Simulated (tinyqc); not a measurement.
Inside a calculation: k.p values derived from sp3s* tight binding at Gamma. Values are carried at full precision from step to step, so a last printed digit may differ when a step is redone from the rounded ones.

At Gamma the states are two-level mixtures: s-like S+ (upper) and S- (lower) from [[Esa, Vss], [Vss, Esc]], p-like P- (valence) and P+ from [[Epa, Vxx], [Vxx, Epc]], and the bare s* levels. With real k in 1/angstrom and kz = 0, the phase sums over the four bonds are g0 = 1 - (a k/4)^2/2, g1 = i a kx/4, g3 = -(a/4)^2 kx ky to second order. Each mixture is written (anion, cation) with the anion part positive. c = hbar^2/2m0. No spin-orbit coupling.

Constants: hbar^2/2m0 = 3.80998211 eV angstrom^2.

Parameters, chosen for this exercise (near a published set for InAs, fitted to gaps, whose masses and valley positions are rough; not measured data): Esa = -9.67 eV (s level of the anion); Esc = -2.752 eV (s level of the cation); Epa = 0.915 eV (p level of the anion); Epc = 3.722 eV (p level of the cation); Vss = -5.533 eV (s-s); Vxx = 1.867 eV (px-px); a = 6.054 angstrom (lattice constant); Vsapc = 3.029 eV (s anion, p cation); Vscpa = 5.51 eV (s cation, p anion); Vxapc = 3.363 eV (s* anion, p cation); Vpaxc = 3.88 eV (p anion, s* cation); Exa = 7.458 eV (s* level of the anion); Exc = 6.824 eV (s* level of the cation); Vxy = 4.416 eV (px-py).

## States at Gamma

Solve the two blocks.

States:
```
state      E (eV)  anion part  cation part
S-     -12.736241   0.8746700    0.4847188
P-      -0.017201   0.8946760   -0.4467157
S+       0.314241   0.4847188   -0.8746700
P+       4.654201   0.4467157    0.8946760
```

## Linear terms and the Kane energy

<s state|dH/dkx|x state> = i P with P = (a/4)(sa pc Vsapc + sc pa Vscpa), sa, sc and pa, pc being the parts of the two states; for s* on the anion P = (a/4) pc Vxapc, on the cation (a/4) pa Vpaxc. Ep = P^2/c for S+ to P-.

Couplings:
```
pair       P (eV angstrom)  E(first) - E(second) (eV)
S+ to P-         -7.518620                   0.331442
S+ to P+         -1.270342                  -4.339960
S- to P-          1.825256                 -12.719040
s*a to P-        -2.273739                   7.475201
s*c to P-         5.253877                   6.841201
```

Ep = 14.837 eV

The two terms of S+ to P- have the same sign and add: S+ and P- both change sign from anion to cation. An on-site momentum element between s and p, which real atoms have, is absent from this model.

## Electron mass

m0/m = [<S+|d2H/dkx^2|S+>/2 + sum P^2/(E(S+) - E(P))]/c over P- and P+, with the direct term -(a/4)^2 sa sc Vss.

parts of m0/m: direct -1.410, from P- 44.766, from P+ -0.098

mass = 0.0231 m0

The valence band supplies 103 % of m0/m; the direct term, which stands in for the free-electron 1, is -1.41. Sets of this kind were fitted to gaps and often give too heavy a mass, by up to a factor of two.

## Valence parameters L, M, N and the Luttinger values

Direct terms d0 = -(a/4)^2 pa pc Vxx, dN = -2 (a/4)^2 pa pc Vxy for P-. F = sum P^2/(E(P-) - E(s)) over S+, S-, s*a, s*c. The y state of P- couples to the z state of P+ through Q = (a/4) Vxy (pa p'c - pc p'a), primes for P+, and H1 = Q^2/(E(P-) - E(P+)). L = d0 + F, M = d0 + H1, N = dN + F + H1; g1 = -(L + 2M)/(3c), g2 = -(L - M)/(6c), g3 = -N/(6c).

d0, dN, F, Q, H1 (eV angstrom^2; Q in eV angstrom): [1.7093, 8.0858, -175.0210, 6.6836, -9.5626]

L, M, N (eV angstrom^2): [-173.312, -7.853, -176.498]

g1, g2, g3: [16.537, 7.238, 7.721]

Along [100] the masses without spin-orbit coupling are c/|L| = 0.022 (one band) and c/|M| = 0.485 (two bands).

## Checks

- Electron mass against a finite difference of the full bands: 0.02312 against 0.02313.
- L and M against finite differences along [100]: largest relative difference 5.0e-04.
- Lowest curvature along [111], (L + 2M + 2N)/3, against a finite difference: -180.67 against -180.58.

(tinyqc, `OMP_NUM_THREADS=1 python tinyqc.py 1482731 1482732 out.jsonl`, Intel(R) Xeon(R) Processor @ 2.30GHz, 1 thread, shared host, about 0.01 s.)
